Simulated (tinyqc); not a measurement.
Inside a calculation. Method: plane-wave Kohn-Sham cycle with exchange-only LDA in a layered model solid. Computed by tinyqc, a small Python program that keeps every step. Settings: points = 16, plane-wave index or count = 3, electrons = 4, k points = 3, area = 32.0, mixing = 0.1, iteration cap = 68. Command: `OMP_NUM_THREADS=1 python tinyqc.py 21029 21030 out.jsonl` (the two numbers bound the seeds that draw the settings). One thread of a shared host (Intel(R) Xeon(R) Processor @ 2.60GHz), about 0.05 s of CPU time with the checks. Later iterations appear only in the table of the cycle.

## Iteration 1: potential

A solid whose potential varies along x alone (atomic units):
```
parameter                      value
period a                   10.300000
cross-section of the cell  32.000000
electrons per cell                 4
grid points                       16
plane waves -n..n, n               3
k points                           3
V1 in V1 cos(2 pi x/a)     -0.310000
```

density at the start, on the grid x_j = j a/N (e/bohr^3): 0.012136  0.012136  0.012136  0.012136  0.012136  0.012136  0.012136  0.012136  0.012136  0.012136  0.012136  0.012136  0.012136  0.012136  0.012136  0.012136

V_H(G) = 4 pi rho(G)/G^2 for G != 0 (uniform background); v_x = -(3 rho/pi)^(1/3); V = V_ext + V_H + v_x; Fourier components f(G_m) = (1/N) sum_j f(x_j) exp(-i G_m x_j).

Potentials on the grid (hartree):
```
x         V_ext     V_H      v_x        V
0.0000  -0.3100  0.0000  -0.2263  -0.5363
0.6438  -0.2864  0.0000  -0.2263  -0.5127
1.2875  -0.2192  0.0000  -0.2263  -0.4455
1.9312  -0.1186  0.0000  -0.2263  -0.3449
2.5750        0  0.0000  -0.2263  -0.2263
3.2188   0.1186  0.0000  -0.2263  -0.1077
3.8625   0.2192  0.0000  -0.2263  -0.0071
4.5062   0.2864  0.0000  -0.2263   0.0601
5.1500   0.3100  0.0000  -0.2263   0.0837
5.7938   0.2864  0.0000  -0.2263   0.0601
6.4375   0.2192  0.0000  -0.2263  -0.0071
7.0812   0.1186  0.0000  -0.2263  -0.1077
7.7250        0  0.0000  -0.2263  -0.2263
8.3688  -0.1186  0.0000  -0.2263  -0.3449
9.0125  -0.2192  0.0000  -0.2263  -0.4455
9.6562  -0.2864  0.0000  -0.2263  -0.5127
```

V(G_m), m = 0, 1, 2, ... (hartree): -0.2263  -0.1550  0.0000  0.0000  0.0000  0.0000  0.0000

## Iteration 1: Hamiltonian at one k

k = 0.0000 2 pi / a

H(m,m') = (k + G_m)^2/2 delta + V(G_m - G_m'), with V(-G) = V(G).

H (hartree):
```
         -3       -2       -1       +0       +1       +2       +3
-3   1.4483  -0.1550   0.0000   0.0000   0.0000   0.0000   0.0000
-2  -0.1550   0.5179  -0.1550   0.0000   0.0000   0.0000   0.0000
-1   0.0000  -0.1550  -0.0402  -0.1550   0.0000   0.0000   0.0000
+0   0.0000   0.0000  -0.1550  -0.2263  -0.1550   0.0000   0.0000
+1   0.0000   0.0000   0.0000  -0.1550  -0.0402  -0.1550   0.0000
+2   0.0000   0.0000   0.0000   0.0000  -0.1550   0.5179  -0.1550
+3   0.0000   0.0000   0.0000   0.0000   0.0000  -0.1550   1.4483
```

## Iteration 1: levels at that k

Diagonalise the Hermitian matrix.

eigenvalues (hartree): -0.3800  -0.0814  0.0677  0.5336  0.5381  1.4738  1.4738

## Iteration 1: new density

Motion across x is left out: the lowest 2 band(s) hold two electrons at each of the k points (j + 1/2)/nk - 1/2. Residual R = rho(out) - rho(in); rho(new) = rho(in) + 0.1 R. rho(out) = 2/(a A nk) sum |psi|^2 with psi = sum c exp(i G x). Harris energy E = band energy - dV sum rho (V_H/2 + v_x) + (3/4) dV sum rho v_x with rho(in), dV = a A/N, band energy = (2/nk) sum of the filled levels.

rho(out) (e/bohr^3): 0.019322  0.020455  0.021358  0.018639  0.012976  0.007443  0.003805  0.002007  0.001488  0.002007  0.003805  0.007443  0.012976  0.018639  0.021358  0.020455

density after iteration 1 (e/bohr^3): 0.012855  0.012968  0.013058  0.012786  0.012220  0.011667  0.011303  0.011123  0.011071  0.011123  0.011303  0.011667  0.012220  0.012786  0.013058  0.012968

energy per cell = -0.725756 hartree

## Iteration 2: potential

As before.

Potentials on the grid (hartree):
```
x         V_ext      V_H      v_x        V
0.0000  -0.3100   0.0342  -0.2307  -0.5065
0.6438  -0.2864   0.0323  -0.2314  -0.4855
1.2875  -0.2192   0.0260  -0.2319  -0.4251
1.9312  -0.1186   0.0151  -0.2303  -0.3338
2.5750        0   0.0010  -0.2268  -0.2258
3.2188   0.1186  -0.0136  -0.2233  -0.1183
3.8625   0.2192  -0.0258  -0.2210  -0.0276
4.5062   0.2864  -0.0338  -0.2198   0.0328
5.1500   0.3100  -0.0365  -0.2195   0.0540
5.7938   0.2864  -0.0338  -0.2198   0.0328
6.4375   0.2192  -0.0258  -0.2210  -0.0276
7.0812   0.1186  -0.0136  -0.2233  -0.1183
7.7250        0   0.0010  -0.2268  -0.2258
8.3688  -0.1186   0.0151  -0.2303  -0.3338
9.0125  -0.2192   0.0260  -0.2319  -0.4251
9.6562  -0.2864   0.0323  -0.2314  -0.4855
```

V(G_m), m = 0, 1, 2, ... (hartree): -0.2262  -0.1403  -0.0001  0.0002  0.0001  0.0000  0.0000

## Iteration 2: Hamiltonian at one k

k = 0.0000 2 pi / a

As before.

H (hartree):
```
         -3       -2       -1       +0       +1       +2       +3
-3   1.4484  -0.1403  -0.0001   0.0002   0.0001   0.0000   0.0000
-2  -0.1403   0.5180  -0.1403  -0.0001   0.0002   0.0001   0.0000
-1  -0.0001  -0.1403  -0.0401  -0.1403  -0.0001   0.0002   0.0001
+0   0.0002  -0.0001  -0.1403  -0.2262  -0.1403  -0.0001   0.0002
+1   0.0001   0.0002  -0.0001  -0.1403  -0.0401  -0.1403  -0.0001
+2   0.0000   0.0001   0.0002  -0.0001  -0.1403   0.5180  -0.1403
+3   0.0000   0.0000   0.0001   0.0002  -0.0001  -0.1403   1.4484
```

## Iteration 2: levels at that k

As before.

eigenvalues (hartree): -0.3592  -0.0741  0.0557  0.5311  0.5341  1.4693  1.4693

## Iteration 2: new density

As before.

rho(out) (e/bohr^3): 0.018792  0.019799  0.020664  0.018342  0.013223  0.007969  0.004326  0.002434  0.001871  0.002434  0.004326  0.007969  0.013223  0.018342  0.020664  0.019799

density after iteration 2 (e/bohr^3): 0.013448  0.013651  0.013819  0.013342  0.012320  0.011297  0.010605  0.010254  0.010151  0.010254  0.010605  0.011297  0.012320  0.013342  0.013819  0.013651

energy per cell = -0.678362 hartree

## Convergence

Stop when sqrt(dV sum R^2) is below 1e-8, dV = a A/N.

Course of the cycle:
```
iteration  E (hartree)  norm of the residual
1            -0.725756              1.40e-01
2            -0.678362              1.17e-01
3            -0.645236              9.79e-02
4            -0.622422              8.13e-02
5            -0.606899              6.73e-02
6            -0.596437              5.56e-02
7            -0.589437              4.58e-02
8            -0.584780              3.78e-02
9            -0.581695              3.12e-02
10           -0.579658              2.58e-02
11           -0.578316              2.13e-02
...                ...                   ...
58           -0.575748              6.51e-05
59           -0.575748              5.85e-05
60           -0.575748              5.26e-05
61           -0.575748              4.72e-05
62           -0.575748              4.24e-05
63           -0.575748              3.81e-05
64           -0.575748              3.43e-05
65           -0.575748              3.08e-05
66           -0.575748              2.77e-05
67           -0.575748              2.49e-05
68           -0.575748              2.24e-05
```

Not converged within 68 iterations: the residual falls steadily but slowly, by a factor of about 0.90 a step. Reruns (cap 100 unless said): mixing 0.5, Kerker q0 1.0: converged in 58 (E = -0.57575); mixing 0.3, Pulay depth 5: converged in 10 (E = -0.57575); the original settings with a cap of 400: converged in 143 (E = -0.57575).
